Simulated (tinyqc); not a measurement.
## Admittance spectroscopy of a deep trap: effect of the bias

Schottky contact on an n-type layer with shallow donors Nd (all ionised) and a donor-like deep trap, neutral when filled and positive when empty; depletion approximation. Traps within lam of the depletion edge stay filled. The traps at xt = W - lam, where the level crosses the Fermi level, follow a slow signal and not a fast one. w = 2 pi f.

Emission rate en = sn vth(T) Nc(T) exp(-Et/kB T) = sn g T^2 exp(-Et/kB T), g = vth Nc/(300 K)^2, as vth goes as T^0.5 and Nc as T^1.5 (degeneracy factor 1). lam = sqrt(2 eps0 eps_r (EF - ET)/(q Nd)), EF - ET = Et - (kB T/q) ln(Nc(T)/Nd), Nc(T) = Nc (T/300 K)^1.5. In the steady state at the band bending V, 2 eps0 eps_r V/q = Nd W^2 + Nt (W - lam)^2 (the second term only if W > lam). V = Vbi + Vr. C_HF = eps0 eps_r/W, C_LF = eps0 eps_r (Nd + Nt)/(Nd W + Nt xt). Inflection frequency w0 = 2 en [1 + Nt xt/(Nd W)]; C = C_HF + (C_LF - C_HF)/(1 + (w/w0)^2), G/w = (C_LF - C_HF)(w/w0)/(1 + (w/w0)^2).

Values chosen for this exercise; material values those of a made-up semiconductor:
- eps_r = 9.72 (relative permittivity)
- Nc = 2.67e19 cm^-3 (conduction-band density of states at 300 K)
- vth = 2.1e7 cm/s (thermal velocity at 300 K)
- Nd = 1.9e16 cm^-3 (shallow donor density)
- Vbi = 0.72 V (built-in voltage)
- Et = 0.27 eV (depth of the trap below the conduction edge)
- sn = 1.4e-15 cm^2 (capture cross-section)
- Nt = 5.7e15 cm^-3 (trap density)
- T = 178 K (temperature)

Constants: q = 1.602176634e-19 C, kB = 1.380649e-23 J/K, eps0 = 8.8541878128e-14 F/cm where lengths are in cm. Results are converted to the units shown.

Result of one run:

| Vr (V) | W (nm) | xt/W | C_HF (nF/cm^2) | step (nF/cm^2) | step (% of C_HF) |
|---|---|---|---|---|---|
| 5.1 | 524.1 | 0.8125 | 16.42 | 0.7428 | 4.523 |

What becomes of these results when the reverse bias Vr is changed from 5.1 to 3.4 V, all else the same?

Result of the changed run:

| Vr (V) | W (nm) | xt/W | C_HF (nF/cm^2) | step (nF/cm^2) | step (% of C_HF) |
|---|---|---|---|---|---|
| 3.4 | 444.0 | 0.7786 | 19.38 | 1.044 | 5.384 |

The whole series:

| Vr (V) | W (nm) | xt/W | C_HF (nF/cm^2) | step (nF/cm^2) | step (% of C_HF) |
|---|---|---|---|---|---|
| 0 | 194.7 | 0.4953 | 44.20 | 5.826 | 13.18 |
| 0.9 | 284.9 | 0.6550 | 30.21 | 2.613 | 8.650 |
| 1.7 | 344.5 | 0.7147 | 24.98 | 1.761 | 7.048 |
| 2.6 | 400.4 | 0.7546 | 21.49 | 1.291 | 6.004 |
| 3.4 | 444.0 | 0.7786 | 19.38 | 1.044 | 5.384 |
| 4.3 | 488.1 | 0.7986 | 17.63 | 0.8592 | 4.873 |
| 5.1 | 524.1 | 0.8125 | 16.42 | 0.7428 | 4.523 |
| 6 | 561.7 | 0.8250 | 15.32 | 0.6446 | 4.208 |

xt/W rises from 0.495 to 0.825 since lam stays at 98.3 nm, and the relative step falls from 13.2 to 4.21 %: the nearer xt lies to W in proportion, the less the traps add.

Program tinyqc, `OMP_NUM_THREADS=1 python tinyqc.py 2050114 2050115 out.jsonl`; Intel Xeon 2.30GHz, shared host, one thread, about 0.01 s.
